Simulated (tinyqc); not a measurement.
## Minority carriers and saturation current of a heavily doped emitter: effect of the contact

n-type, parabolic bands, full ionisation. eta = (EF - Ec)/kB T solves N = Nc F12(eta), F12(x) = (2/sqrt(pi)) int_0^infinity sqrt(u)/(1 + exp(u - x)) du. The gap shrinks rigidly by dEg = E1 [ln(N/N0) + sqrt(ln^2(N/N0) + 0.5)], an empirical law that is here taken as the true narrowing.

ni = sqrt(Nc Nv) exp(-Eg/(2 Vt)), Eg in volts; degeneracy factor g = F12(eta) exp(-eta); nie^2 = ni^2 exp(dEg/kB T) g, p0 = nie^2/N; apparent narrowing dEg + kB T ln g. 1/tau = Cn N^2 + 1/ts, D = mup Vt, L = sqrt(D tau); J0 = (q p0 D/L)(s + tanh(W/L))/(1 + s tanh(W/L)), s = S L/D; the share recombining inside is 1 - 1/[cosh(W/L)(1 + tanh(W/L)/s)].

Parameters, values chosen for the exercise; band and dielectric values close to those of silicon:
- T = 350 K (temperature)
- Eg = 1.11 eV (band gap)
- Nc = 3.59e19 cm^-3 (conduction-band density of states at 350 K)
- Nv = 3.31e19 cm^-3 (valence-band density of states at 350 K)
- N = 7.9e19 cm^-3 (ionised donor density)
- E1 = 8 meV (energy of the narrowing law)
- N0 = 1.6e17 cm^-3 (density of the narrowing law)
- mup = 230 cm^2/(V s) (minority-hole mobility)
- Cn = 3.2e-31 cm^6/s (Auger coefficient)
- ts = 0.07 us (defect lifetime)
- W = 410 nm (emitter width)

Constants: q = 1.602176634e-19 C, kB = 1.380649e-23 J/K, Vt = kB T/q. Results are converted to the units shown.

Results:
```
S (cm/s)	J0 (fA/cm^2)	share inside (%)
80	2.2762e5	99.911
340	2.2814e5	99.621
6200	2.3966e5	93.615
26000	2.7407e5	78.676
1.1e5	3.7049e5	51.594
4.8e5	5.0991e5	30.550
2.1e6	5.9122e5	22.858
8.8e6	6.1649e5	20.881
```

Estimate the missing row, S = 1500 cm/s.

Computed row:
```
S (cm/s)	J0 (fA/cm^2)	share inside (%)
1500	2.3048e5	98.355
```

With this row back in the table: J0 rises from 2.28e5 to 6.16e5 fA/cm^2, between the limits q p0 (D/L) tanh(W/L) = 2.27e5 and q p0 (D/L) coth(W/L) = 6.25e5; W/L = 0.70, so passivating the contact can gain at most a factor of 2.75.

Range of the model: Band tails, non-parabolic bands and incomplete ionisation are left out.

tinyqc, about 0.01 s, one thread, Intel Xeon 2.30GHz (shared host): `OMP_NUM_THREADS=1 python tinyqc.py 2330032 2330033 out.jsonl`
